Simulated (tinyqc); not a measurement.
Contact resistivity and sheet resistance from two contact lengths.

Inverse problem. Rc = [sqrt(rc Rsh)/Wc] coth(Lc/(2 LT)), LT = sqrt(rc/Rsh), Wc = 25 nm; the second contact is twice as long as the first. Find LT, rc and Rsh.

Rc for Lc = 46 and 92 nm (ohm): 205.737700  148.596979

Solution. With t = tanh(Lc/(2 LT)) for the shorter contact, the resistance of the longer over that of the shorter is (1 + t^2)/2. Then sqrt(rc Rsh) = Rc t Wc, and rc and Rsh follow by multiplying and dividing by LT.

LT = 28.6 nm
rc = 9.80e-10 ohm cm^2
Rsh = 120 ohm

Numbers from tinyqc (`OMP_NUM_THREADS=1 python tinyqc.py 2170065 2170066 out.jsonl`; about 0.08 s on one thread of a shared Intel Xeon 2.30GHz).
